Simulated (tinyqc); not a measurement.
Dielectric constant under pressure: Penn model of the dielectric constant and Phillips ionicity.

n = 32/a^3; Ep^2 = 8 pi c e2 n with c = hbar^2/2m0, e2 = e^2/(4 pi eps0); EF = c (3 pi^2 n)^(2/3); eps = 1 + (Ep/Eg)^2 S with S = 1 - Eg/(4 EF) + (Eg/(4 EF))^2/3, Eg the Penn gap. Core d shells are left out.

Phillips: bond length d = sqrt(3) a/4; homopolar gap Eh = 39.74 d^(-2.48) eV (d in angstrom); Eg^2 = Eh^2 + C^2; ionicity fi = C^2/Eg^2.

Constants: hbar^2/2m0 = 3.80998211 eV angstrom^2; e^2/(4 pi eps0) = 14.39964547 eV angstrom.

Values chosen for the exercise (out of a larger set: near those of InAs; not measured data): a = 6.046 angstrom (cubic lattice constant, 32 valence electrons a cell); C0 = 2.69 eV (ionic gap, held fixed).

The lattice constant is scaled by the factor listed; C = C0.

Results:

| factor | Eh (eV) | Eg (eV) | Ep (eV) | eps | fi |
|---|---|---|---|---|---|
| 0.94 | 4.259 | 5.037 | 15.504 | 9.463 | 0.285 |
| 0.96 | 4.042 | 4.856 | 15.022 | 9.546 | 0.307 |
| 0.98 | 3.841 | 4.689 | 14.564 | 9.607 | 0.329 |
| 0.99 | 3.745 | 4.611 | 14.344 | 9.630 | 0.340 |
| 1.00 | 3.653 | 4.537 | 14.130 | 9.647 | 0.352 |
| 1.01 | 3.564 | 4.465 | 13.920 | 9.659 | 0.363 |
| 1.02 | 3.478 | 4.397 | 13.716 | 9.666 | 0.374 |
| 1.04 | 3.315 | 4.269 | 13.322 | 9.665 | 0.397 |

d ln eps/d ln a = +0.15 around factor 1: eps falls under compression. Ep^2 goes as a^-3 and Eh^2 as a^-4.96; with C fixed Eg^2 goes as a^-3.22 at fi = 0.352, and leaving S aside the two powers balance at fi = 0.395. The slope is a difference of two powers and the model omits d shells and any change of C, so it is no prediction for a real crystal; eps from C0 (row 1.00) need not match a measured ei.

Run: tinyqc, `OMP_NUM_THREADS=1 python tinyqc.py 1680159 1680160 out.jsonl`; Intel(R) Xeon(R) Processor @ 2.30GHz, one thread, shared host; about 0.01 s of CPU time with all checks.
